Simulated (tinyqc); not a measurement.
## Resistance of a source-drain extension with a graded tip: abruptness at a fixed junction position

y runs along the channel, the gate covers y > 0. The doping is N0 for y < y0 and N0 10^(-(y - y0)/la) beyond, uniform over the depth xj. Sheet conductance s(y) = q mu(N) max(N - Nch, 0) xj + (for y > 0) ma Cox Vo, with mu(N) = u0 + (u1 - u0)/(1 + (N/Nr)^au) and Cox = eps0 eox/tox. Current is taken as one-dimensional; depletion of the tip, spreading and the contact are left out. The metallurgical junction lies at yj, where N = Nch.

R_spacer = integral of dy/s from -Ls to 0, R_ov from 0 to yj, R_channel = (Lg - 2 yj)/(ma Cox Vo), R_total = 2 R_spacer + 2 R_ov + R_channel. Electrical length L_eff = ma Cox dR_total/d(1/Vo); R_series = R_total - L_eff/(ma Cox Vo). y0 is moved with la so that yj stays at 17.505 nm.

Inputs (values chosen for the exercise); mobility law close to that of electrons in silicon:
- eox = 7.64 (relative permittivity of the gate insulator (close to silicon nitride))
- tox = 3.3 nm (insulator thickness)
- N0 = 2.9e20 cm^-3 (active doping of the extension far from the gate)
- xj = 19 nm (depth of the extension)
- Nch = 6.9e17 cm^-3 (channel doping)
- Ls = 11 nm (spacer length)
- Vo = 0.36 V (gate overdrive)
- ma = 200 cm^2/(V s) (mobility of the gate-induced layer)
- u1 = 1414 cm^2/(V s) (mobility at low doping)
- u0 = 68.5 cm^2/(V s) (mobility at high doping)
- Nr = 9.2e16 cm^-3 (reference doping)
- au = 0.711 (exponent)
- Lg = 60 nm (gate length)

Constants: q = 1.602176634e-19 C, eps0 = 8.8541878128e-14 F/cm where lengths are in cm. Results are converted to the units shown.

The same in every row: yj (nm) = 17.50; R_channel (ohm um) = 169.3.

Abruptness at a fixed junction position:
```
la (nm/decade)	R_spacer (ohm um)	R_ov (ohm um)	R_total (ohm um)	L_eff (nm)	R_series (ohm um)
1	1.714	8.216	189.2	26.00	13.05
2.3	1.714	15.43	203.6	27.28	18.77
3.6	1.714	22.65	218.0	28.57	24.50
4.9	1.714	29.86	232.5	29.85	30.22
6.1	1.714	36.52	245.8	31.04	35.51
7.4	1.817	43.64	260.2	32.32	41.25
8.7	2.617	50.12	274.8	33.59	47.23
10	4.362	55.80	289.6	34.81	53.76
```

What does the table show?

As la goes from 1 to 10 nm/decade, R_total rises from 189 to 290 ohm um, R_spacer rises from 1.71 to 4.36 ohm um and R_ov rises from 8.22 to 55.8 ohm um. R_total changes on average by 11.2 ohm um for each nm/decade. L_eff exceeds the metallurgical length by 1.01 nm in the first row and 9.82 nm in the last, since the gate also controls the lightly doped tips.

tinyqc, about 0.04 s, one thread, Intel Xeon 2.30GHz (shared host): `OMP_NUM_THREADS=1 python tinyqc.py 2282015 2282016 out.jsonl`
